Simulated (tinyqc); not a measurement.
Stretching all distances: RHF, UHF, MP2, CISD and CCSD against full CI in the 6-31g basis, for H2, spin multiplicity 1. Computed by the program tinyqc with PySCF. 

Geometry (angstrom):
```
atom       x       y       z
H     0.0000  0.0000  0.0000
H     0.0000  0.0000  0.6480
```

All coordinates are multiplied by the scale. c0^2 is the weight of the RHF determinant in the lowest singlet FCI state (UHF is spin-contaminated and may lie near states of higher spin) and n(LUMO) the first natural occupation beyond the occupied space.

Full CI energy (hartree) and errors against it (kcal/mol):
```
scale  distance 1-2 (angstrom)    E(FCI)     RHF     UHF     MP2   CISD      CCSD  <S^2> UHF   c0^2  n(LUMO)
0.920                    0.596  -1.13069  13.707  13.707   3.800  0.000     0.000      0.000  0.990    0.014
1.170                    0.758  -1.15161  15.895  15.895   4.864  0.000     0.000      0.000  0.985    0.025
1.430                    0.927  -1.13721  18.625  18.625   6.399  0.000     0.000      0.000  0.977    0.042
1.680                    1.089  -1.11306  22.052  22.052   8.476  0.000     0.000      0.000  0.964    0.068
1.940                    1.257  -1.08691  26.715  25.892  11.390  0.000     0.000      0.177  0.945    0.107
2.190                    1.419  -1.06429  32.390  24.378  14.971  0.000     0.000      0.488  0.918    0.159
2.450                    1.588  -1.04470  39.560  19.741  19.475  0.000  7.87e-05      0.687  0.883    0.230
2.700                    1.750  -1.02994  47.572  14.758  24.416  0.000     0.000      0.805  0.841    0.312
```

UHF parts from RHF first at scale 1.94 of those listed, where <S^2> leaves zero. The weight c0^2 goes from 0.99 to 0.84 and n(LUMO) from 0.01 to 0.31: static correlation grows as the bonds break into open-shell fragments. The spread of the error along the curve, which distorts its shape, is CISD 0.0, CCSD 0.0, UHF 12.2, MP2 20.6, RHF 33.9 kcal/mol. With two electrons CISD and CCSD are exact.
